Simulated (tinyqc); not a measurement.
Binding against position: donor or exciton in a quantum well (variational effective-mass method). Computed by tinyqc, a small Python program. Command: `OMP_NUM_THREADS=1 python tinyqc.py 3011481 3011482 out.jsonl welldonor walk`. One thread of a shared host (Intel(R) Xeon(R) Processor @ 2.30GHz), about 0.04 s of CPU time with the checks.

H = -nabla^2 - 2/|r - r_i| + V(z) in effective units; trial function psi = f(z) exp(-|r - r_i|/lambda), f the ground state of the well. Mass and screening are the same in well and barrier; l = L/a* is the width in effective units. Bands are flat: no polarisation or applied field.

Inputs (values chosen for the exercise, for a model semiconductor): electron mass m = 0.0559 m_0; dielectric constant eps = 12.8; well width L = 15 nm.

Centre: donor. Barriers: infinite.

Constants: Ry = 13.605693123 eV; a_0 = 0.529177210903 angstrom.

Method:
- Ry* = Ry m/eps^2, a* = a_0 eps/m; l = L/a*.
- k = pi/l; f = cos(k z) inside and zero outside; subband energy k^2 Ry*.
- Binding E_b(lambda) = -1/lambda^2 + 4 A/(lambda B), with A = int f^2 exp(-2 s/lambda) dz, B = int f^2 exp(-2 s/lambda)(1 + 2 s/lambda) dz and s = |z - z_i|; 40 Gauss-Legendre points on each piece between the walls at z = -l/2 and l/2 and z_i.
- Each row maximises over lambda (golden section, 0.3 to 4).

l = 1.23792

Ry* = 4.64208 meV

Against position:
```
z_i/L  lambda (a*)  binding (Ry*)  binding (meV)
0.0         0.8514         2.0971         9.7347
0.1         0.8707         2.0178         9.3669
0.2         0.9368         1.8047         8.3774
0.3         1.0645         1.5295         7.1002
0.4         1.2435         1.2786         5.9353
0.5         1.4289         1.0925         5.0715
```

From the centre to the wall the binding falls from 9.735 to 5.072 meV, 52 % of the centre value, since the walls keep the electron away from an off-centre ion; uniform doping thus gives a band of levels 4.663 meV wide, with a peak in its density at the centre value, where the slope vanishes.

Extremes, crossings and ranges named in words are read from the listed rows.
